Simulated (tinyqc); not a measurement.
Ion-assisted plasma etching: sheath, surface coverage, synergy and aspect-ratio dependence: one step, computed by the program tinyqc.

Radicals adsorb on bare sites; ions remove covered sites with a high yield and bare sites by sputtering; a slow spontaneous reaction acts everywhere, walls included.

Problem. Rate at the floor of the feature. Transmission of a long trench, rough form: K = (1 + ln(1 + A))/(1 + A + ln(1 + A)), walls that scatter diffusely without loss. With a loss probability S = s (1 - theta) at the floor, G_b/G_n = K/(K + S - K S); theta follows G_b, and the two are solved together. Ions are taken to reach the floor unshadowed; G_b replaces G_n in every term of the rate; A is depth over width. Steady coverage: s G_n (1 - theta) = x Y G_i theta; removal flux = Y G_i theta + Y_p G_i (1 - theta) + k_c G_n; rate = flux/N, 1 cm/s = 6e8 nm/min.

Inputs (values chosen for the exercise, close to those used for silicon dioxide in a fluorocarbon plasma):

| quantity | value | unit |
|---|---|---|
| gas temperature T_g | 350 | K |
| sticking coefficient s | 0.45 | - |
| radicals per removed unit x | 2 | - |
| spontaneous reaction probability k_c | 4.9e-05 | - |
| solid density N | 2.2e+22 | 1/cm^3 |
| aspect ratio A | 10 | - |

Feature: long trench.

yield Y = 1.303709

sputter yield Y_p = 0.04692663

ion flux G_i = 3.052527e+16 1/(cm^2 s)

radical flux G_n = 1.108518e+17 1/(cm^2 s)

vertical rate = 442.3178 nm/min

Give: transmission K; G_b/G_n; coverage at the floor; rate at the floor; floor rate over open-field rate.

Solution.

transmission K = 0.2536

G_b/G_n = 0.4976

coverage at the floor = 0.2377

rate at the floor = 287.9 nm/min

floor rate over open-field rate = 0.6508

The lag is 35 %. Caution: at this aspect ratio many ions strike the walls, so ion shadowing, left out here, adds to the lag. Caution: the trench transmission is an interpolation between the limits 1 and ln(A)/A, good to tens of per cent.
